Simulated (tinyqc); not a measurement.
Inside a calculation. Method: plane-wave Kohn-Sham cycle with exchange-only LDA in a layered model solid. One step of it, computed by the program tinyqc.

Question. Iteration 1: Hamiltonian at one k. H(m,m') = (k + G_m)^2/2 delta + V(G_m - G_m'), with V(-G) = V(G).

A solid whose potential varies along x alone (atomic units):

| parameter | value |
|---|---|
| period a | 16.600000 |
| cross-section of the cell | 13.000000 |
| electrons per cell | 2 |
| grid points | 16 |
| plane waves -n..n, n | 2 |
| k points | 1 |
| V1 in V1 cos(2 pi x/a) | -0.650000 |

V(G_m), m = 0, 1, 2, ... (hartree): -0.206847  -0.325000  0.000000  0.000000  0.000000

k = 0.000000 2 pi / a

Give: H.

Answer.

H (hartree):
```
         -2       -1       +0       +1       +2
-2   0.0797  -0.3250   0.0000   0.0000   0.0000
-1  -0.3250  -0.1352  -0.3250   0.0000   0.0000
+0   0.0000  -0.3250  -0.2068  -0.3250   0.0000
+1   0.0000   0.0000  -0.3250  -0.1352  -0.3250
+2   0.0000   0.0000   0.0000  -0.3250   0.0797
```
